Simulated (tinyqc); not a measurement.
Metal-interlayer-semiconductor contact, depinning against tunnelling resistance: two steps of the calculation.

Zero bias, n-type semiconductor. Gap states at the semiconductor surface thin out as exp(-be ti), which unpins the barrier; electrons must then cross the interlayer (a rectangular barrier, no voltage drop across it) and the parabolic depleted layer, both by WKB. Energies E are counted from the Fermi level; no image force, parabolic bands.

Parameters, values chosen for the exercise; semiconductor values close to those of 4H silicon carbide; interlayer mass of the order of that in titanium dioxide, offset chosen freely:
- T = 300 K (temperature)
- Eg = 3.37 eV (band gap)
- eps_r = 9.9 (relative permittivity)
- chi = 3.58 eV (electron affinity)
- Nc = 1.7e19 cm^-3 (conduction-band density of states at T)
- mt = 0.193 m0 (tunnelling mass in the semiconductor)
- mA = 0.369 m0 (Richardson mass)
- Nd = 1.2e20 cm^-3 (donor density)
- E0 = 2 eV (charge-neutrality level above the valence band)
- S0 = 0.67 (pinning factor without interlayer)
- phiM = 3.88 eV (metal work function)
- ti = 1 nm (interlayer thickness)
- dE = 0.08 eV (conduction-band offset of the interlayer above the semiconductor)
- mi = 0.31 m0 (tunnelling mass in the interlayer)
- be = 3.2 1/nm (decay constant of gap states through the interlayer)

Constants: q = 1.602176634e-19 C, kB = 1.380649e-23 J/K, eps0 = 8.8541878128e-12 F/m, hbar = 1.054571817e-34 J s, h = 6.62607015e-34 J s, m0 = 9.1093837015e-31 kg, Vt = kB T/q, hbar^2/(2 m0) = 0.0380998212 eV nm^2. Results are converted to the units shown.

Task 1. Pinning, barrier and scales. S = 1/(1 + (1/S0 - 1) exp(-be ti)); phiB = S (phiM - chi) + (1 - S)(Eg - E0); xi = Ec - EF deep inside, from Nd = Nc F(-xi/Vt), F(x) = (2/sqrt(pi)) int_0^infinity sqrt(u) du/(1 + exp(u - x)); band bending U = phiB - xi; E00 = (hbar/2) sqrt(Nd/(eps0 eps_r mt m0)) in volts; A = 4 pi q mA m0 kB^2/h^3.

Give: S; phiB; xi; U; E00; A.

Result 1.

S = 0.9803
phiB = 0.3211 eV
xi = -0.1098 eV
U = 0.4308 eV
E00 = 0.1471 eV
A = 44.34 A/(cm^2 K^2)

Task 2. Exponents and integrand on an energy grid. With U = phiB - xi: for xi < E < phiB, y = (E - xi)/U and G1 = (U/E00) [sqrt(1 - y) - y ln((1 + sqrt(1 - y))/sqrt(y))], G1 = 0 above phiB; G2 = 2 ti sqrt(mi max(phiB + dE - E, 0)/C), C = hbar^2/(2 m0); f = 1/(1 + exp(E/Vt)); integrand exp(-G1 - G2) f.

E, point 0 to 14 (eV): [-0.1, -0.07214, -0.04429, -0.01643, 0.01143, 0.03929, 0.06714, 0.095, 0.12286, 0.15071, 0.17857, 0.20643, 0.23429, 0.26214, 0.29]
phiB = 0.32105948 eV
xi = -0.10977146 eV
E00 = 0.14713692 eV

Give: G1; G2; f; integrand.

Result 2.

G1, point 0 to 14: [2.723, 2.314, 1.987, 1.704, 1.454, 1.230, 1.028, 0.845, 0.680, 0.532, 0.400, 0.284, 0.184, 0.102, 0.038]
G2, point 0 to 14: [4.038, 3.924, 3.807, 3.686, 3.561, 3.431, 3.297, 3.156, 3.009, 2.854, 2.691, 2.517, 2.330, 2.126, 1.901]
f, point 0 to 14: [0.9795, 0.9422, 0.8473, 0.6537, 0.3912, 0.1795, 0.06933, 0.02473, 0.008557, 0.002930, 9.994e-4, 3.404e-4, 1.159e-4, 3.947e-5, 1.343e-5]
integrand, point 0 to 14 (in units of 1e-3): [1.134, 1.840, 2.581, 2.981, 2.596, 1.697, 0.918, 0.452, 0.214, 0.099, 0.045, 0.021, 0.009, 0.004, 0.002]

Range of the model: The depletion charge would drop about 0.11 V across such an interlayer (eps_r near 40) at ti = 1 nm and Nd = 1.2e20 cm^-3, against a band bending of 0.43 V; this model leaves that drop out.

tinyqc, about 0.04 s, one thread, Intel Xeon 2.30GHz (shared host): `OMP_NUM_THREADS=1 python tinyqc.py 2270070 2270071 out.jsonl`
